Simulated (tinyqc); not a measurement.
# Electron mobility in a silicon inversion layer, empirical terms and Matthiessen rule: effect of the reverse body bias

Inversion layer of sheet density Ns on a uniformly doped body. The mobility terms are empirical power laws with prefactors chosen for the exercise; adding their inverses (Matthiessen) is itself an approximation.

ni = sqrt(Nc Nv) exp(-Eg/(2 Vt)), Eg in volts; Ndep = sqrt(2 eps0 eps_r Nb (2 Vt ln(Nb/ni) + Vsb)/q); E = q (Ndep + eta Ns)/(eps0 eps_r), in MV/cm. With t = T/(300 K): muC = Ac (Ns/1e12 cm^-2) t/(Nb/1e17 cm^-3 + Nit/1e11 cm^-2), muP = Ap E^(-1/3) t^(-1.75), muS = As E^(-gs); 1/mu is the sum of the inverses.

Inputs (values chosen for the exercise); material values close to those of silicon:

| symbol | value | unit | meaning |
|---|---|---|---|
| T | 325 | K | temperature |
| Eg | 1.12 | eV | band gap |
| eps_r | 11.7 |  | relative permittivity of the semiconductor |
| Nc | 3.2e19 | cm^-3 | conduction-band density of states at T |
| Nv | 3.03e19 | cm^-3 | valence-band density of states at T |
| Nb | 1.8e18 | cm^-3 | body doping |
| eta | 0.5 |  | weight of the inversion charge in the effective field |
| Ap | 422 | cm^2/(V s) | phonon-limited mobility at 1 MV/cm and 300 K |
| As | 1280 | cm^2/(V s) | roughness-limited mobility at 1 MV/cm |
| gs | 2 |  | exponent of the roughness term |
| Ac | 3900 | cm^2/(V s) | Coulomb prefactor |
| Nit | 1.2e11 | cm^-2 | charge at the interface |
| Ns | 3.5e12 | cm^-2 | inversion density |

Constants: q = 1.602176634e-19 C, kB = 1.380649e-23 J/K, Vt = kB T/q, eps0 = 8.8541878128e-14 F/cm where lengths are in cm. Results are converted to the units shown.

The same in every row: muC (cm^2/(V s)) = 770.2.

Effect of the reverse body bias:
```
Vsb (V),E (MV/cm),muP (cm^2/(V s)),muS (cm^2/(V s)),mu (cm^2/(V s))
0,1.002,366.6,1275,207.9
0.4,1.141,351.1,983.3,193.7
0.8,1.261,339.6,805.4,182.3
1.2,1.367,330.5,684.6,172.9
1.6,1.465,323.0,596.7,164.7
2,1.554,316.7,529.7,157.6
2.4,1.638,311.2,476.8,151.3
```

As Vsb goes from 0 to 2.4 V, E rises from 1.00 to 1.64 MV/cm and mu falls from 208 to 151 cm^2/(V s). The phonon term is the smallest in the first and the last row. For Vsb = 2 to 2.4 V E passes 1.5 MV/cm, beyond the usual range of such laws.

Numbers from tinyqc (`OMP_NUM_THREADS=1 python tinyqc.py 2510028 2510029 out.jsonl`; about 0.01 s on one thread of a shared Intel Xeon 2.30GHz).
